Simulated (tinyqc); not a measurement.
X-ray reflectivity of a thin film on silicon: critical angles, Parratt recursion, fringes and roughness: one step, computed by the program tinyqc. Command: `OMP_NUM_THREADS=1 python tinyqc.py 3120953 3120954 out.jsonl xrr walk`. One thread of a shared host (Intel(R) Xeon(R) Processor @ 2.30GHz), about 0.01 s of CPU time with the checks.

n = 1 - delta + i beta; the classical electron radius is r_e = 2.8179403e-6 nm. Layer 0 is vacuum, 1 the film, 2 the substrate.

Task: Fringe period, contrast and decay. Far above the critical angle the period is d theta = lambda/(2 d), or 2 pi/d in q; the envelope runs between (|r_01| - |r_12 p|)^2 and (|r_01| + |r_12 p|)^2; contrast = 2 a b/(a^2 + b^2) with a = |r_01|, b = |r_12 p|; roughness factors on the amplitudes are about exp(-q^2 sigma^2/2).

Inputs (values chosen for the exercise, modelled on SiO2 on silicon, copper K-alpha radiation):
```
quantity                              value  unit
wavelength lambda                   0.15406    nm
film thickness d                       67.9    nm
roughness of the surface sigma_1       0.11    nm
roughness of the interface sigma_2     0.52    nm
```

1000 r_01 = 3.343276-0.043779i

1000 r_12 = 0.06911350-0.01555868i

p = -0.0553044+0.9823716i

q = 4 pi sin(theta)/lambda = 2.633259 1/nm

Give: period in theta; period in q; contrast; roughness factor, surface; roughness factor, interface.

Result:

period in theta = 0.065000 degrees

period in q = 0.092536 1/nm

contrast = 0.041677

roughness factor, surface = 0.95892

roughness factor, interface = 0.39161
